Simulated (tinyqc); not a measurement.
Hubbard chain of 2 sites, step by step. One step of it, computed by the program tinyqc.

Question. The many-body Hamiltonian. Basis: all placements (u, d, 2, 0 on each site), up operators ordered before down ones; hops carry the sign of the same-spin electrons passed.

one-body matrix (hopping and site energies) (eV):
```
,1,2
1,0.090000,-1.140000
2,-1.140000,-0.470000
```

U = 9.900000 eV

electrons, up and down: 1  1

Give: H.

Answer.

H (eV):
```
,20,ud,du,02
20,10.080,-1.140,-1.140,0.000
ud,-1.140,-0.380,0.000,-1.140
du,-1.140,0.000,-0.380,-1.140
02,0.000,-1.140,-1.140,8.960
```
